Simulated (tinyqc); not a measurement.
Complex band structure along [001] in sp3s* tight binding: sweeps and comparisons. A value that a table varies takes the place of the one given here.

For k = (0, 0, kz) the phase sums are g0 = cos(phi) and g3 = i sin(phi), phi = kz a/4, and the s, pz, s* orbitals of anion (a) and cation (c) decouple from px, py. With z = exp(i phi), H(z) = H0 + z T + T^T/z for any complex z. H0 is diagonal (Esa, Epa, Exa, Esc, Epc, Exc). The anion-cation block is B(z) = z U + W/z and the cation-anion block z W^T + U^T/z, where U has Vss/2 (s,s), Vsapc/2 (s,z), -Vscpa/2 (z,s), Vxx/2 (z,z), Vxapc/2 (s*,z), -Vpaxc/2 (z,s*), and W has the same values with the s-z and s*-z signs reversed. |z| = 1 is a band state, |z| < 1 decays along [001] as exp(-kappa d) over a distance d, kappa = -(4/a) ln|z|. No spin-orbit coupling.

Parameters, chosen for this exercise (near a published set for AlAs, fitted to gaps, whose masses and valley positions are rough (light masses up to twice too heavy); the results hold for these values, not for the real material): p = (-7.535, 0.979, -1.165, 3.603, 7.541, 6.729, -6.696, 1.863, 4.312, 5.111, 5.472, 4.521, 4.956) eV (order Esa, Epa, Esc, Epc, Exa, Exc, Vss, Vxx, Vxy, Vsapc, Vscpa, Vxapc, Vpaxc); a = 5.662 angstrom (lattice constant); Eg = 2.279 eV (top of the energy range, the indirect gap); dE = 0.4 eV (E - Ev).

## Two branches across an indirect gap

Ev = 0.01238 eV

The smallest kappa with Re kz = 0 and the smallest with Re kz > 0, at energies E from Ev; a dash: no such root.

Decay constants:

| E/Eg | E (eV) | kappa at Gamma (1/angstrom) | kappa off Gamma (1/angstrom) | its Re kz (2 pi/a) |
|---|---|---|---|---|
| 0.05 | 0.1139 | 0.0676 | 0.6677 | 0.751 |
| 0.20 | 0.4558 | 0.1287 | 0.6235 | 0.758 |
| 0.35 | 0.7976 | 0.1613 | 0.5729 | 0.765 |
| 0.50 | 1.1395 | 0.1811 | 0.5135 | 0.773 |
| 0.65 | 1.4813 | 0.1917 | 0.4409 | 0.782 |
| 0.80 | 1.8232 | 0.1938 | 0.3452 | 0.794 |
| 0.90 | 2.0511 | 0.1901 | 0.2536 | 0.805 |
| 0.97 | 2.2106 | 0.1845 | 0.1472 | 0.819 |

The branch from the valence band at Gamma decays more slowly below E/Eg of about 0.94, and the branch from the conduction valley above. The two differ in Re kz, so passing from one to the other needs kz from an abrupt interface, a steep field, a phonon or a defect. Valleys off the [001] axis, such as L, are not seen on these branches.

## Energy and lattice constant

The slowest root of the s-pz block and the heavy-hole branch, sinh^2(kappa a/4) = ((E - Epa)(E - Epc) - Vxx^2)/(Vxx^2 - Vxy^2), at E = Ev + dE with Ev the lower root of [[Epa, Vxx], [Vxx, Epc]]; the couplings are kept when a changes. Each row changes one parameter from the base and keeps the others.

Results:

| case | slowest kappa (1/angstrom) | heavy-hole kappa (1/angstrom) |
|---|---|---|
| base | 0.1216 | 0.2302 |
| dE = 0.37 eV | 0.1175 | 0.2224 |
| a = 5.832 angstrom | 0.1181 | 0.2235 |

The largest shifts from the base row, up to three for each result and ties (the steps differ in size, so this ranks the rows, not the parameters). slowest kappa (1/angstrom): dE -0.0041, a -0.0035. heavy-hole kappa (1/angstrom): dE -0.0077, a -0.0067. With the couplings fixed, kappa a stays, so kappa scales as 1/a.

Run: tinyqc, `OMP_NUM_THREADS=1 python tinyqc.py 1480251 1480252 out.jsonl`; Intel(R) Xeon(R) Processor @ 2.30GHz, one thread, shared host; about 0.01 s of CPU time with all checks.
